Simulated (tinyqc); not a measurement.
Capacitance of parallel on-chip lines from Laplace's equation on a mesh: one step of the calculation.

Cross-section of an endless row of equal lines between two grounded planes; neighbours are driven in antiphase (+1 V and -1 V), so the plane midway between two lines is at 0 V. By symmetry one quarter is solved: x runs from the centre of a line (column 0, mirror) to that midplane (column 3, 0 V), y from the mid-height of the line (row 0, mirror) to the ground plane (row 4, 0 V). The line fills columns 0 to 1 and rows 0 to 2 at 1 V. Cells beside the line (below row 2) have e2, cells above have e1. Each link between nodes has the conductance g = mean permittivity of the two cells beside it (a cell beyond a mirror counts as 0), and the free nodes obey sum g (V_neighbour - V) = 0.

Question. Capacitance per length. C = 4 eps0 sum g (difference of V)^2 over all links (twice the energy of the four quarters, line at 1 V). Plate estimate without fringing: eps0 [2 e1 w/hd + 2 e2 t/(s/2)], w = 2 hx, t = 4 hx, s/2 = 2 hx, hd = 2 hx.

Inputs (values chosen for the exercise):
- e1 = 2.7 (relative permittivity above and below the lines)
- e2 = 2.7 (relative permittivity between the lines)

Constants: eps0 = 8.8541878128e-12 F/m. Results are converted to the units shown.

converged V (V):

|  | col 0 | col 1 | col 2 | col 3 |
|---|---|---|---|---|
| row 0 | 1.0000000 | 1.0000000 | 0.4888357 | 0.0000000 |
| row 1 | 1.0000000 | 1.0000000 | 0.4776714 | 0.0000000 |
| row 2 | 1.0000000 | 1.0000000 | 0.4218501 | 0.0000000 |
| row 3 | 0.4585327 | 0.4170654 | 0.2097289 | 0.0000000 |
| row 4 | 0.0000000 | 0.0000000 | 0.0000000 | 0.0000000 |

gx:

|  | col 0 | col 1 | col 2 |
|---|---|---|---|
| row 0 | 1.35 | 1.35 | 1.35 |
| row 1 | 2.7 | 2.7 | 2.7 |
| row 2 | 2.7 | 2.7 | 2.7 |
| row 3 | 2.7 | 2.7 | 2.7 |
| row 4 | 1.35 | 1.35 | 1.35 |

gy:

|  | col 0 | col 1 | col 2 | col 3 |
|---|---|---|---|---|
| row 0 | 1.35 | 2.7 | 2.7 | 1.35 |
| row 1 | 1.35 | 2.7 | 2.7 | 1.35 |
| row 2 | 1.35 | 2.7 | 2.7 | 1.35 |
| row 3 | 1.35 | 2.7 | 2.7 | 1.35 |

Wanted: C; plate estimate.

Answer.

C = 211.31 aF/um
plate estimate = 143.44 aF/um

Numbers from tinyqc (`OMP_NUM_THREADS=1 python tinyqc.py 2790211 2790212 out.jsonl`; about 1 s on one thread of a shared Intel Xeon 2.30GHz).
